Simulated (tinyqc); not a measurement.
Inside a calculation. Method: Hueckel theory of the pi electrons, for the molecule Fc1cccc(-c2ccccc2)c1 (SMILES; centres numbered as the heavy atoms are written). One step of it, computed by the program tinyqc.

Problem. Energy, charges, bond orders. E = sum n x; q_r = z_r - P_rr; bond order p = P_rs; free valence = sqrt(3) - sum of p over the bonds of the atom.

x values: 3.197843  2.258947  1.855086  1.298096  1.000000  0.939811  0.699544  -0.706961  -1.000000  -1.029797  -1.327779  -1.902062  -2.282727

occupations: 2.000000  2.000000  2.000000  2.000000  2.000000  2.000000  2.000000  0.000000  0.000000  0.000000  0.000000  0.000000  0.000000

charge and bond-order matrix P, lower triangle:
```
            1F         2C         3C         4C         5C         6C         7C         8C
1F    1.972978
2C    0.166144   0.968656
3C   -0.100652   0.650531   1.022046
4C   -0.012729   0.005732   0.661850   0.998685
5C    0.066477  -0.319183  -0.017630   0.675628   1.015177
6C   -0.011267   0.004970  -0.305406  -0.001137   0.617910   0.999016
7C    0.007142  -0.040508  -0.001335  -0.041531   0.000905   0.369524   1.000123
8C    0.002169  -0.001352   0.111683   0.000353  -0.144959   0.000307   0.618801   0.999893
9C   -0.001581   0.008058   0.000337   0.008256  -0.000245  -0.041334  -0.000030   0.676605
10C  -0.001272   0.000935  -0.095369  -0.000261   0.111881  -0.000229  -0.306924   0.000085
11C  -0.001581   0.008058   0.000337   0.008256  -0.000245  -0.041334  -0.000030  -0.323395
12C   0.002169  -0.001352   0.111683   0.000353  -0.144959   0.000307   0.618801  -0.000107
13C  -0.103942   0.666718   0.022798  -0.321592  -0.018203   0.620319  -0.001398  -0.145651

            9C       10C       11C        12C       13C
9C    1.000008
10C   0.660134  0.999930
11C   0.000008  0.660134  1.000008
12C  -0.323395  0.000085  0.676605   0.999893
13C   0.000353  0.112376  0.000353  -0.145651  1.023587
```

Centres:
```
centre  z_r, pi electrons of the neutral centre         h
1F                                            2  3.000000
2C                                            1  0.000000
3C                                            1  0.000000
4C                                            1  0.000000
5C                                            1  0.000000
6C                                            1  0.000000
7C                                            1  0.000000
8C                                            1  0.000000
9C                                            1  0.000000
10C                                           1  0.000000
11C                                           1  0.000000
12C                                           1  0.000000
13C                                           1  0.000000
```

Bonds:
```
i    j         k
1    2  0.700000
2    3         1
3    4         1
4    5         1
5    6         1
6    7         1
7    8         1
8    9         1
9   10         1
10  11         1
11  12         1
6   13         1
13   2         1
12   7         1
```

Give: pi energy = 14 alpha + this times beta; pi charges; Bond orders and lengths from R = 1.517 - 0.180 p; free valence of the carbons; gap between the highest filled and the next level.

Solution.

pi energy = 14 alpha + this times beta = 22.4987

pi charges: 1F 0.0270, 2C 0.0313, 3C -0.0220, 4C 0.0013, 5C -0.0152, 6C 0.0010, 7C -0.0001, 8C 0.0001, 9C 0.0000, 10C 0.0001, 11C 0.0000, 12C 0.0001, 13C -0.0236

Bond orders and lengths from R = 1.517 - 0.180 p (angstrom, C-C alone):
```
bond        p       R
1-2    0.1661       -
2-3    0.6505  1.3999
3-4    0.6619  1.3979
4-5    0.6756  1.3954
5-6    0.6179  1.4058
6-7    0.3695  1.4505
7-8    0.6188  1.4056
8-9    0.6766  1.3952
9-10   0.6601  1.3982
10-11  0.6601  1.3982
11-12  0.6766  1.3952
6-13   0.6203  1.4053
13-2   0.6667  1.3970
12-7   0.6188  1.4056
```

free valence of the carbons: 2C 0.2487, 3C 0.4197, 4C 0.3946, 5C 0.4385, 6C 0.1243, 7C 0.1249, 8C 0.4366, 9C 0.3953, 10C 0.4118, 11C 0.3953, 12C 0.4366, 13C 0.4450

gap between the highest filled and the next level = 1.4065 |beta|
